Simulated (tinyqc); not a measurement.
# Charge-trap memory cell, step by step

Numbers from tinyqc (`OMP_NUM_THREADS=1 python tinyqc.py 2130149 2130150 out.jsonl`; about 0.08 s on one thread of a shared Intel Xeon 2.30GHz). Printed values are rounded.

Channel, tunnel oxide, storage layer, blocking layer, gate. N electrons per area sit in a sheet at the centroid and shift the threshold by U = (q/eps0) N (tb/eb + xc tn/en). EOT = t1 + 3.9 (tn/en + tb/eb); tunnel field F = (Vg - U)/EOT; dN/dt = eta (J/q)(1 - N/Nm). Fowler-Nordheim: J = A F^2 exp(-B/F), A = q^2/(16 pi^2 hbar mo phi) (times 1e14 for A/cm^2 with F in V/nm, emitter mass m0), B = (4/3) sqrt(mo/C) phi^1.5, C = hbar^2/(2 m0).

Values chosen for this exercise; oxide values close to those of silicon dioxide, storage layer close to silicon nitride, blocking layer close to silicon dioxide: tunnel barrier phi = 3.15 eV; tunnelling mass mo = 0.4 m0; tunnel oxide (permittivity 3.9) t1 = 3.8 nm; storage layer tn = 5.5 nm; its relative permittivity en = 7.1; blocking layer tb = 7.8 nm; its relative permittivity eb = 3.9; charge centroid, share of tn counted from the blocking side xc = 0.4; capture efficiency of an empty layer eta = 0.86; trap density Nm = 2.1e13 cm^-2; storage temperature T = 358 K; shallowest trap depth E1 = 1.08 eV; deepest trap depth E2 = 1.63 eV; attempt frequency nu = 1e13 1/s; gate voltage less flat band and surface potential Vg = 18.3 V; first time step d0 = 9.8e-8 s; growth of the step gr = 1.4; steps n = 8.

Constants: q = 1.602176634e-19 C, kB = 1.380649e-23 J/K, hbar = 1.054571817e-34 J s, m0 = 9.1093837015e-31 kg, Vt = kB T/q, eps0 = 8.8541878128e-14 F/cm where lengths are in cm, hbar^2/(2 m0) = 0.0380998212 eV nm^2. Results are converted to the units shown.

Range of the model: The Fowler-Nordheim form needs F t1 above phi; trap-assisted paths and leakage through the blocking layer are left out.

## Constants of the stack

EOT, the shift for 1e12 electrons per cm^2, the shift with all traps full, and the starting field, current and rate.

EOT = 14.6211 nm
shift for 1e12 cm^-2 = 0.417972 V
shift with all traps full = 8.77741 V
F(0) = 1.25161 V/nm
J(0) = 0.797375 A/cm^2
dN/dt at the start = 4.28007e18 cm^-2 s^-1

## Midpoint steps of growing length

N(half) = N + (d/2) r(N), N(new) = N + d r(N(half)), r = dN/dt; the step starts at d0 and is multiplied by gr each time. Field in the blocking layer (3.9 F + q N/eps0)/eb.

```
step       t (s)   N (cm^-2)    U (V)  F (V/nm)  blocking field (V/nm)
0              0           0  0.00000   1.25161                1.25161
1         9.8e-8  3.74808e11  0.15666   1.24090                1.25829
2       2.352e-7  7.95793e11  0.33262   1.22886                1.26579
3     4.27280e-7  1.25563e12  0.52482   1.21572                1.27398
4     6.96192e-7  1.74570e12  0.72966   1.20171                1.28271
5     1.07267e-6  2.25730e12  0.94349   1.18708                1.29182
6     1.59974e-6  2.78245e12  1.16298   1.17207                1.30117
7     2.33763e-6  3.31441e12  1.38533   1.15686                1.31065
8     3.37068e-6  3.84782e12  1.60828   1.14162                1.32015
```

A converged integration gives U = 1.626 V at the last time; the steps are 1.1 % below that. The tunnel field falls by 8.79 % while the blocking field rises by 5.48 %.

## Retention after ten years

Retention: filled traps are spread evenly in depth from E1 to E2, and each empties at the rate nu exp(-E/kB T). The share left is the mean of exp(-nu t exp(-E/kB T)) = [kB T/(E2 - E1)] [E1x(nu t exp(-E2/kB T)) - E1x(nu t exp(-E1/kB T))], E1x the exponential integral; traps shallower than about Ed = kB T ln(nu t) are empty. t = 3.15576e8 s.

Ed = 1.52719 eV
share left = 0.156542
loss a decade while Ed lies between E1 and E2, kB T ln 10/(E2 - E1) = 0.129154

The sharp-edge estimate (E2 - Ed)/(E2 - E1) is 0.187; the true edge lies 0.577 kB T deeper.
